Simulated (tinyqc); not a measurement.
Comparisons within one model: localisation in a chain with random site energies (transfer matrices). A value that a table varies takes the place of the one given here.

Hopping -t; leads with site energy 0, E = -2t cos(ka). psi_(j+1) = ((e_j - E)/t) psi_j - psi_(j-1), a product of matrices M_j = [[(e_j - E)/t, -1], [1, 0]]. For M = M_N ... M_1 the transmission is T = 4 sin^2(ka)/|M21 - M12 + M22 exp(ika) - M11 exp(-ika)|^2. Long samples draw e_j = W (x_j/2147483647 - 1/2) from x_j = 16807 x_(j-1) mod 2147483647, starting at x0. The localisation length xi, in sites, is defined by ln T = -2N/xi on average; weak disorder gives xi = 24 (4t^2 - E^2)/W^2, and the mean free path for backscattering is xi/2.

Numerical xi = N/ln sqrt(psi_(N+1)^2 + psi_N^2) for N = 20000 sites from psi_1 = 1, psi_0 = 0; its statistical error is about xi sqrt(xi/N).

Inputs chosen for the exercise:
```
symbol  value  unit  meaning
t       0.55   eV    hopping
E       -0.62  eV    energy
x0      9107         start of the number sequence
W       1.63   eV    full width of the disorder
```

## Localisation length against disorder

The same number sequence scaled by W.

xi (sites):
```
W/t,W (eV),numerical,error,weak disorder,strong: 1/(ln(W/2t) - 1)
1.0,0.550,75.261,4.617,65.502,-
1.5,0.825,28.962,1.102,29.112,-
2.0,1.100,15.866,0.447,16.376,-
3.0,1.650,7.124,0.134,7.278,-
4.0,2.200,4.564,0.069,4.094,-
6.0,3.300,2.552,0.029,1.820,-
10.0,5.500,1.377,0.011,0.655,1.641
16.0,8.800,0.888,0.006,0.256,0.926
```

At W = t the numerical value is 75.3 +/- 4.6 against 65.5, and at 2t 15.87 +/- 0.45 against 16.38. The weak-disorder formula is within 15 % for W/t = 1, 1.5, 2, 3 and 4; at W = 16t it gives 0.26 and the strong-disorder form 0.93, against 0.89. All states of the chain are localised; disorder only sets the length.

## From ballistic to localised

200 samples of each length, cut one after another from the start of the sequence. Typical T = exp(mean ln T). Ohmic: 1/(1 + 2N/xi); localised: exp(-2N/xi), both with the weak-disorder xi.

Transmission:
```
N,mean T,typical T,spread of ln T,ohmic,localised
2,0.679,0.634,0.400,0.651,0.585
5,0.400,0.285,0.942,0.427,0.262
10,0.188,0.0743,1.573,0.272,0.0684
20,0.0488,0.00470,2.616,0.157,0.00468
40,0.0104,1.93e-05,4.138,0.0853,2.19e-05
80,8.48e-05,3.35e-10,6.356,0.0445,4.81e-10
```

With xi = 7.5 sites, mean and typical T are 0.400 and 0.285 at N = 5, and 8.48e-05 and 3.35e-10 at N = 80, where ln T scatters by 6.4. The slope of ln(typical T) between 40 and 80 sites gives xi = 7.3, uncertain by about 5 % from the scatter of 200 samples. At N = 80 the ohmic law gives 1.33e+08 times the typical value: a single channel has no ohmic range beyond a mean free path, and the mean is carried by rare resonant samples.

## What each parameter does

Numerical and weak-disorder xi. Each row changes one parameter from the base and keeps the others.

Results:
```
case,numerical xi (sites),weak-disorder xi (sites)
base,7.29,7.46
t = 0.632 eV,10.51,10.96
E = -0.43 eV,9.61,9.26
W = 1.956 eV,5.47,5.18
x0 = 9108,7.40,7.46
```

The largest shifts from the base row, up to three for each result and ties (the steps differ in size, so this ranks the rows, not the parameters). numerical xi (sites): t +3.22, E +2.32, W -1.82. weak-disorder xi (sites): t +3.50, W -2.28, E +1.80; unchanged at the printed digits by x0. A new x0 is another sample of the same disorder; its shift is one draw of the statistical scatter, about xi sqrt(xi/N); the other rows share one sample, so their errors are correlated.

Program tinyqc; command `OMP_NUM_THREADS=1 python tinyqc.py 1450304 1450305 out.jsonl`; about 0.07 s on one thread of a shared Intel(R) Xeon(R) Processor @ 2.30GHz.
